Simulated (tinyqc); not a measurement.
## Trap density from two Hall measurements

Question. p-type body, charge-sheet picture, full ionisation (an idealisation for deep acceptors), Boltzmann statistics for free electrons. e = Ec - EF at the surface. psi = Eg - Vt ln(Nv/Na) - e; N_dep = sqrt(2 eps0 eps_r Na (psi - Vt)/q); n_f = sqrt(N_dep^2 + 2 eps0 eps_r Vt Nc exp(-e/Vt)/q) - N_dep; Vg = Vfb + psi + q (N_dep + n_t + n_f)/Cox, Cox = eps0 eox/tox. Find e and n_t at both points and the mean trap density between them.

Parameters, values chosen for the exercise; band and dielectric values close to those of gallium nitride: temperature T = 250 K; band gap Eg = 3.36 eV; relative permittivity eps_r = 9.64; conduction-band density of states at T Nc = 1.78e18 cm^-3; valence-band density of states at T Nv = 3.49e19 cm^-3; relative permittivity of the insulator eox = 3.9; insulator thickness tox = 70 nm; acceptor density Na = 5e16 cm^-3; flat-band voltage without trapped charge Vfb = -2.42 V.

Constants: q = 1.602176634e-19 C, kB = 1.380649e-23 J/K, Vt = kB T/q, eps0 = 8.8541878128e-14 F/cm where lengths are in cm. Results are converted to the units shown.

Vg (V): [4.9426962, 5.4799044]
free sheet density from the Hall effect (cm^-2): [2.0976826e8, 1.2233797e10]

Answer. Each n_f fixes e; what the gate voltage holds beyond psi, N_dep and n_f is trapped; the difference quotient is the density, smeared over a few Vt.

e (eV): [0.143, 0.0550]
n_t (cm^-2): [4.41e10, 1.52e11]
mean trap density = 1.23e12 cm^-2 eV^-1

Numbers from tinyqc (`OMP_NUM_THREADS=1 python tinyqc.py 2222032 2222033 out.jsonl`; about 0.03 s on one thread of a shared Intel Xeon 2.30GHz).
